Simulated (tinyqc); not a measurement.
AlGaN/GaN HEMT with access regions, lumped model: two steps of the calculation.

A polarisation-induced electron sheet under a Schottky gate, in series with two ungated access regions and contacts. Drift law v = mu E/(1 + mu E/vs) under the gate. Currents in mA/mm, resistances in ohm mm. No self-heating, no channel-length modulation; fits for polarisation, barrier and offset are chosen for the exercise.

Values chosen for this exercise; values close to those of AlGaN/GaN structures:
- x = 0.27 (aluminium share of the barrier)
- d = 12 nm (barrier thickness)
- eps_r = 9.4 (relative permittivity of barrier and channel)
- mu = 1500 cm^2/(V s) (channel mobility)
- vs = 1.1e7 cm/s (saturation velocity)
- Lg = 0.5 um (gate length)
- Ls = 2 um (source access length)
- Ld = 12 um (drain access length)
- Rc = 0.25 ohm mm (resistance of each contact)
- ft = 0 (share of the drain-access electrons removed by traps)
- Vg = 1 V (gate voltage)
- Ec = 2.8 MV/cm (critical field)
- te = 0.23 um (depth over which the depleted charge spreads)
- tf = 500 nm (insulator under the field plate)
- ei = 7.5 (relative permittivity of that insulator)

Constants: q = 1.602176634e-19 C, eps0 = 8.8541878128e-14 F/cm where lengths are in cm. Results are converted to the units shown.

Problem 1. Polarisation charge, threshold and sheet resistance. sigma = (5e13 x + 1.6e13 x^2) cm^-2, phiB = 0.84 + 1.3 x, dEc = 0.7 (1.71 x + x^2) in volts, Cb = eps0 eps_r/d, VT = phiB - dEc - q sigma/Cb, access density n0 = -Cb VT/q. Rsh = 1/(q mu n0); largest access current q n0 vs.

Give: sigma; Cb; VT; n0; Rsh; q n0 vs.

Solution 1.

sigma = 1.4666e13 cm^-2
Cb = 0.69358 uF/cm^2
VT = -2.5712 V
n0 = 1.1131e13 cm^-2
Rsh = 373.84 ohm
q n0 vs = 1961.6 mA/mm

Problem 2. On-resistance and breakdown. Ron = 2 Rc + Ls/(q mu n0) + Ld/(q mu (1 - ft) n0) + Lg/(mu Cb (Vg - VT)). Off state: a depleted stretch that holds the voltage V has the peak field sqrt(k V), k = 2 q n0/(eps0 eps_r te), so one edge holds V1 = Ec^2/k. The sheet under the plate pinches off at Vf = q n0 (1/Cb + tf/(eps0 ei)); beyond it the gate edge is screened. BV = V1 if Vf >= V1, else Vf + V1, and at most Ec Ld. Specific resistance Ron (Ls + Lg + Ld); figure of merit BV^2 over it.

Wanted: Ron; Vf; V1; BV; specific resistance; figure of merit.

Solution 2.

Ron = 5.868 ohm mm
Vf = 136.8 V
V1 = 42.08 V
BV = 42.08 V
specific resistance = 0.8509 mohm cm^2
figure of merit = 2.081 MW/cm^2

The plate pinches off too late to screen the gate edge, so it adds nothing.

tinyqc, about 0.03 s, one thread, Intel Xeon 2.30GHz (shared host): `OMP_NUM_THREADS=1 python tinyqc.py 2570168 2570169 out.jsonl`
